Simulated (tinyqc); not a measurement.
Rapid thermal processing of a wafer: radiative balance, ramp and cooling, pattern effects, pyrometer error and spike budget: one step, computed by the program tinyqc.

The wafer is opaque and uniform through its thickness unless said otherwise; temperatures in formulas are in kelvin (C + 273.15). sigma = 5.670374419e-12 W/(cm^2 K^4).

Problem. Pattern effect. At steady state a sinusoidal change of absorbed power of relative amplitude a and period p gives the temperature amplitude a q/(dq/dT + k d (2 pi/p)^2); healing length l = sqrt(k d/(dq/dT)); process change = E_a dT/(k_B T^2). Emissivity is taken as unchanged.

Inputs (values chosen for the exercise, modelled on a hot silicon wafer): wafer thickness d = 625 micrometre; thermal conductivity k = 0.26 W/(cm K); wall temperature T_w = 350 K; process temperature = 933 C; relative change of absorptivity over a pattern = 13 %; period of the pattern = 13 mm; activation energy of the process E_a = 2.7 eV.

dq/dT = 51.80214 mW/(cm^2 K)

holding power q = 15.94937 W/cm^2

Constants: k_B = 8.617333262e-05 eV/K.

Give: healing length l; amplitude without lateral conduction; amplitude; change of the process rate.

Solution.

healing length l = 5.6008 mm

amplitude without lateral conduction = 40.026 K

amplitude = 4.8062 K

change of the process rate = 10.351 %

Lateral conduction cuts the amplitude to 12 %, since p/(2 pi l) = 0.37.
